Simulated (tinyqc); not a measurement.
# Ellipsometry and reflectance of a transparent film on an absorbing substrate: psi and Delta against the film thickness

Air (index 1), film, substrate with N2 = n2 - i k2; time factor exp(+i w t). q_j = sqrt(N_j^2 - sin^2 th), root with positive real part. Fresnel coefficients r_s = (q_a - q_b)/(q_a + q_b), r_p = (N_b^2 q_a - N_a^2 q_b)/(N_b^2 q_a + N_a^2 q_b). tan(Psi) exp(i Delta) = R_p/R_s, Delta taken from 0 to 360 degrees.

beta = 2 pi d q1/lam, X = exp(-2 i beta), R = (r01 + r12 X)/(1 + r01 r12 X) for p and s. The last column is the derivative of Delta.

Parameters, values chosen for the exercise; indices close to those of silicon nitride on silicon: wavelength lam = 546.1 nm; angle of incidence th = 75 degrees; index of the transparent film n1 = 2.031; index of the substrate n2 = 4.086; extinction coefficient of the substrate k2 = 0.031.

Result of one run:

| d (nm) | Psi (degrees) | Delta (degrees) | \|R_p\|^2 | \|R_s\|^2 | dDelta/dd (degrees/nm) |
|---|---|---|---|---|---|
| 4 | 4.3313 | 124.71 | 0.0044114 | 0.76900 | -7.6963 |

What becomes of these results when the film thickness d is changed from 4 to 0 nm, all else the same?

Result of the changed run:

| d (nm) | Psi (degrees) | Delta (degrees) | \|R_p\|^2 | \|R_s\|^2 | dDelta/dd (degrees/nm) |
|---|---|---|---|---|---|
| 0 | 2.7714 | 175.25 | 0.0018048 | 0.77019 | -17.289 |

The whole series:

| d (nm) | Psi (degrees) | Delta (degrees) | \|R_p\|^2 | \|R_s\|^2 | dDelta/dd (degrees/nm) |
|---|---|---|---|---|---|
| 0 | 2.7714 | 175.25 | 0.0018048 | 0.77019 | -17.289 |
| 2 | 3.2858 | 144.61 | 0.0025374 | 0.76987 | -12.603 |
| 4 | 4.3313 | 124.71 | 0.0044114 | 0.76900 | -7.6963 |
| 6 | 5.6082 | 112.30 | 0.0074013 | 0.76759 | -5.0093 |
| 8 | 6.9772 | 103.83 | 0.011467 | 0.76563 | -3.5994 |
| 10 | 8.3789 | 97.498 | 0.016555 | 0.76310 | -2.8058 |
| 12 | 9.7840 | 92.406 | 0.022600 | 0.75999 | -2.3224 |
| 14 | 11.177 | 88.098 | 0.029524 | 0.75627 | -2.0066 |
| 16 | 12.547 | 84.316 | 0.037245 | 0.75191 | -1.7878 |

Delta falls from 175.25 to 84.316 degrees while Psi moves from 2.771 to 12.55: Delta changes 9.30 times as much as Psi. With the slope of the first row an error of 0.01 degree in Delta means 5.8e-4 nm.

Computed by the program tinyqc: `OMP_NUM_THREADS=1 python tinyqc.py 2870148 2870149 out.jsonl`, one thread of a shared Intel Xeon 2.30GHz, about 0.4 s for the whole run.
